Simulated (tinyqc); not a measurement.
Nanosheet or nanowire with hard walls, valleys of the Si type: sweeps and comparisons. A value that a table varies takes the place of the one given here.

Six ellipsoidal valleys along the cube axes: inverse mass tensor w = 1/mt + (1/ml - 1/mt) a a^T with a the unit axis. Device axes: x along the channel, z = [001], y = z x x.

Hard walls around a W x H rectangle. The block w_c of w in (y, z) confines; the transport mass follows from 1/m_x = w_xx - w_xc w_c^-1 w_cx. The cross-section problem c (w_yy ky^2 + 2 w_yz ky kz + w_zz kz^2), c = hbar^2/2m0, is solved in products sin(n pi y/W) sin(l pi z/H), n, l = 1 to 12; if w_yz = 0 the levels are c pi^2 (w_yy n^2/W^2 + w_zz l^2/H^2). The w_yz term couples (n, l) to (n', l') by -2 c w_yz D_nn'(W) D_ll'(H) with D_nm(L) = 4 n m/(L (n^2 - m^2)) for n + m odd and 0 otherwise.

Without degeneracy the line density is N1 exp((EF - Ec)/kB T) with N1 = sum 2 g sqrt(m_x kB T/(4 pi c)) exp(-E/kB T), here over n, l up to 80 where w_yz = 0 and over all levels of a 12 x 12 sine basis otherwise; the classical value is W H Nc with Nc = 2 g_all (m_dos kB T/(4 pi c))^(3/2), m_dos = (ml mt^2)^(1/3); dVt = kB T ln(W H Nc/N1).

Constants: hbar^2/2m0 = 3.80998211 eV angstrom^2; kB = 8.617333262e-05 eV/K.

Values chosen for the exercise (near those of Si; not measured data):
```
symbol   value                            unit      meaning
ml       0.916                            m0        longitudinal mass
mt       0.188                            m0        transverse mass
T        350                              K         temperature
g_all    6                                          number of valleys
channel  110                                        transport direction x on a (001) wafer
H        30                               angstrom  height, along z = [001]
Ws       (25, 35, 50, 75, 110, 170, 260)  angstrom  widths
W        150                              angstrom  width, along y
```

## From wire to sheet

Valleys:
```
group  valleys g     w_yy     w_zz   |w_yz|  m_x (m0)
A              2  5.31915  1.09170  0.00000   0.18800
B              4  3.20543  5.31915  0.00000   0.55200
```

Lowest level of each group (groups ordered by w_zz, then w_yy) and dVt against the width.

Results:
```
W (angstrom)  A1 (eV)  B1 (eV)  dVt (mV)
25             0.3656   0.4151     334.1
35             0.2089   0.3206     200.3
50             0.1256   0.2705     129.4
75             0.0812   0.2437      96.6
110            0.0621   0.2322      84.4
170            0.0525   0.2264      77.6
260            0.0486   0.2240      74.0
```

dVt falls from 334 to 74 mV. Group A is lowest at every width, by 49 meV in the narrowest and 175 meV in the widest. At the widest W the lowest level is 0.0486 eV; the film limit c pi^2 w_zz/H^2 of that group is 0.0456 eV.

## Channel direction

The same rectangle along [100] and [110]; groups ordered by w_zz, then w_yy.

Lowest level of each group:
```
channel, group  valleys g   w_yy   w_zz  |w_yz|  m_x (m0)  E (eV)
[100] A                 2  5.319  1.092   0.000     0.188  0.0545
[100] B                 2  1.092  5.319   0.000     0.188  0.2241
[100] C                 2  5.319  5.319   0.000     0.916  0.2311
[110] A                 2  5.319  1.092   0.000     0.188  0.0545
[110] B                 4  3.205  5.319   0.000     0.552  0.2276
```

The lowest subband has m_x = 0.188 m0 and 2 valleys along [100], and 0.188 m0 and 2 valleys along [110]; its edge lies at 0.0545 and 0.0545 eV. These valleys have their axis along z, so turning the channel in the wafer plane leaves them alone; only the higher groups change.

## What each parameter does

E1 and E2 are the two lowest subband edges over all groups. Each row changes one parameter from the base and keeps the others.

Results:
```
case              E1 (eV)  E2 - E1 (meV)  m_x of lowest (m0)  dVt (mV)
base               0.0545           26.7               0.188      79.2
W = 165 angstrom   0.0530           22.0               0.188      78.0
H = 24 angstrom    0.0802           26.7               0.188      98.8
T = 320 K          0.0545           26.7               0.188      75.9
ml = 1.008 m0      0.0503           26.7               0.188      76.3
mt = 0.169 m0      0.0555           29.7               0.169      80.1
```

The largest shifts from the base row, up to three for each result and ties (the steps differ in size, so this ranks the rows, not the parameters). E1 (eV): H +0.0257, ml -0.0042, W -0.0015; unchanged at the printed digits by T. E2 - E1 (meV): W -4.6, mt +3.0; unchanged at the printed digits by H, T and ml. m_x of lowest (m0): mt -0.019; unchanged at the printed digits by W, H, T and ml. dVt (mV): H +19.6, T -3.3, ml -2.8.

Run: tinyqc, `OMP_NUM_THREADS=1 python tinyqc.py 1250616 1250617 out.jsonl`; Intel(R) Xeon(R) Processor @ 2.30GHz, one thread, shared host; about 0.03 s of CPU time with all checks.
